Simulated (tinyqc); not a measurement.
## MOS inversion layer, Poisson-Schroedinger loop: effect of the temperature

Electrons confined at an insulator interface at z = 0, treated as a hard wall; parabolic valleys, Hartree approximation, no image or exchange terms. The depletion charge lies far deeper than the electrons and gives a uniform field q Nd/(eps0 eps_r); the gate balances all charge. Energies are counted from the band edge at the interface.

Schroedinger equation -(C/mz) psi'' + (V0 + U) psi = E psi, C = hbar^2/(2 m0), psi(0) = 0, on a uniform mesh of 800 nodes with a far wall at 18 nm, 8 levels a set; V0 = q Nd z/(eps0 eps_r); dU/dz = q (Ns - integral of n from 0 to z)/(eps0 eps_r), U(0) = 0; N_k = g md m0 q Vt/(pi hbar^2) ln(1 + exp((EF - E_k)/Vt)), g the number of valleys of the set, sum N_k = Ns. Triangular well: E_k = a_k (C F^2/mz)^(1/3), a_1 = 2.338107, a_2 = 4.087949, C = hbar^2/(2 m0), F in eV/nm. Fang-Howard (all electrons in the lowest level of set A): b^3 = 6 (mz1/C) q (Nd + 11 Ns/32)/(eps0 eps_r), centroid 3/b, level C b^2/(4 mz1) + (3/b) q (Nd + 11 Ns/16)/(eps0 eps_r). The centroid adds 3.9 z_av/eps_r to an oxide-equivalent thickness. Shares under 0.0001 % are printed as 0.

Inputs (values chosen for the exercise); masses and permittivity close to those of 4H silicon carbide (0001):
```
symbol,value,unit,meaning
eps_r,9.85,,relative permittivity
mz1,0.335,m0,mass along z of valley set A (3 valley(s))
md1,0.424,m0,in-plane density-of-states mass of set A
Ns,6e12,cm^-2,sheet density of electrons
Nd,1e12,cm^-2,sheet density of depletion charge
```

Constants: q = 1.602176634e-19 C, kB = 1.380649e-23 J/K, hbar = 1.054571817e-34 J s, m0 = 9.1093837015e-31 kg, Vt = kB T/q, eps0 = 8.8541878128e-14 F/cm where lengths are in cm, hbar^2/(2 m0) = 0.0380998212 eV nm^2. Results are converted to the units shown.

The same in every row: Fang-Howard centroid (nm) = 2.09.

Effect of the temperature:

| T (K) | A1 (meV) | A2 (meV) | EF (meV) | share of A1 (%) | share of A2 (%) | centroid z_av (nm) | added oxide equivalent (nm) |
|---|---|---|---|---|---|---|---|
| 20 | 250 | 337 | 262 | 100 | 0 | 1.96 | 0.777 |
| 50 | 250 | 337 | 261 | 100 | 0 | 1.96 | 0.777 |
| 77 | 250 | 337 | 260 | 100 | 5.68e-4 | 1.96 | 0.777 |
| 120 | 250 | 337 | 258 | 100 | 0.0417 | 1.96 | 0.777 |
| 200 | 251 | 338 | 249 | 99.1 | 0.863 | 1.98 | 0.784 |
| 300 | 251 | 343 | 235 | 96.0 | 3.48 | 2.05 | 0.811 |
| 400 | 252 | 348 | 216 | 91.8 | 6.51 | 2.16 | 0.854 |
| 500 | 253 | 355 | 195 | 87.2 | 9.22 | 2.28 | 0.904 |

As T goes from 20 to 500, A1 rises from 250 to 253 meV, the share of A1 falls from 100 to 87.2 % and the centroid rises from 1.96 to 2.28 nm. EF lies more than 2 meV above A1 for T = 20, 50, 77, 120. The Fang-Howard centroid is 6.4 % above the full one in the first row, where A1 holds 100 %, and 8.6 % below it in the last, where A1 holds 87.2 %.

tinyqc, about 0.6 s, one thread, Intel Xeon 2.30GHz (shared host): `OMP_NUM_THREADS=1 python tinyqc.py 2160025 2160026 out.jsonl`
